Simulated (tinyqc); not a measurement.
Inside a calculation: interband optics of a two-band s-p chain from momentum matrix elements. Values are carried at full precision from step to step, so a last printed digit may differ when a step is redone from the rounded ones.

H(k) = [[Es - 2 ts cos ka, 2i V sin ka], [-2i V sin ka, Ep_ + 2 tp cos ka]] in the basis s, p; the lower band is full, with two electrons a cell. The velocity operator times hbar is W = dH/dk (eV angstrom); intra-atomic dipoles are left out.

Constants: hbar^2/2m0 = 3.80998211 eV angstrom^2; e^2/(4 pi eps0) = 14.39964547 eV angstrom.

Parameters, chosen for this exercise: a = 3.63 angstrom (period); Es = 3.46 eV (upper orbital (s)); Ep_ = -3.29 eV (lower orbital (p)); ts = 0.56 eV (s-s hopping); tp = 0.61 eV (p-p hopping); V = 1.19 eV (s-p hopping); k = 0.28 2 pi/a (wave vector); N = 10 (k points); Ar = 6.4 angstrom^2 (cross-section per chain); eta = 0.3 eV (Lorentzian half width); E = 3.6 eV (photon energy).

## Hamiltonian and velocity at one k

Form H and W = dH/dk.

H (eV):
```
          s        p
s    3.6699  2.3378i
p  -2.3378i  -3.5186
```

W (eV angstrom):
```
         s         p
s   3.9936  -1.6189i
p  1.6189i   -4.3502
```

## Matrix element between the bands

Diagonalise H, transform W, and form w = |W_cv|^2, the Kane-type energy w/c and the oscillator strength f = w/(c D), c = hbar^2/2m0, D = Ec - Ev.

Ev, Ec (eV): -4.2120  4.3633

weights:
```
        v       c
s  0.0809  0.9191
p  0.9191  0.0809
```

slopes dEv/dk, dEc/dk (eV angstrom): -2.793  2.436

w = 13.190 eV^2 angstrom^2
w/c = 3.462 eV
f = 0.404

## Transitions on the mesh

At each k_j = (j + 1/2)/N (2 pi/a) up to the zone edge give D = Ec - Ev, w = |<c|W|v>|^2 and f = w/(c D), c = hbar^2/2m0; the other half of the zone repeats the values.

Transitions:

| k (2 pi/a) | D (eV) | w (eV^2 angstrom^2) | f |
|---|---|---|---|
| 0.0500 | 4.7576 | 54.882 | 3.028 |
| 0.1500 | 6.6118 | 4.523 | 0.180 |
| 0.2500 | 8.2595 | 5.991 | 0.190 |
| 0.3500 | 8.9918 | 36.728 | 1.072 |
| 0.4500 | 9.0952 | 69.233 | 1.998 |

D runs from 4.758 to 9.095 eV on the mesh; f is largest at k = 0.0500.

## Dielectric function from the table

With w(k) = |<c|W|v>|^2 and D(k) = Ec - Ev, on the mesh k_j = (j + 1/2)/N (2 pi/a): eps(E) = 1 + (8 pi e2/(a Ar)) mean_j (w/D^2) [1/(D - E - i eta) + 1/(D + E + i eta)], e2 = e^2/(4 pi eps0); light polarised along the chains, no local fields.

Take the mean over the rows. Also eps(0) at eta = 0, and the effective electrons per cell n_eff = 2 mean(f).

eps(E) = 9.289+1.598i
eps(0) = 5.228
n_eff = 2.587

On a mesh of 2000 points the values are 10.005+2.074i, 5.352 and 2.604. n_eff need not equal the 2 electrons of the cell: a two-orbital basis with chosen hoppings does not obey the sum rule of free electrons.

## Checks

- Curvature of the lower band against <v|d2H/dk2|v> - 2 w/D (eV angstrom^2): both 16.27.
- Zone mean of 2 w/D against the zone mean of <v|d2H/dk2|v>, the f-sum rule of a full band (eV angstrom^2): both 9.9197.

Computed by tinyqc, a small Python program: `OMP_NUM_THREADS=1 python tinyqc.py 1652028 1652029 out.jsonl` (the numbers bound the seed that draws the inputs); one thread of a shared host (Intel(R) Xeon(R) Processor @ 2.30GHz), about 0.01 s for the whole set of steps.
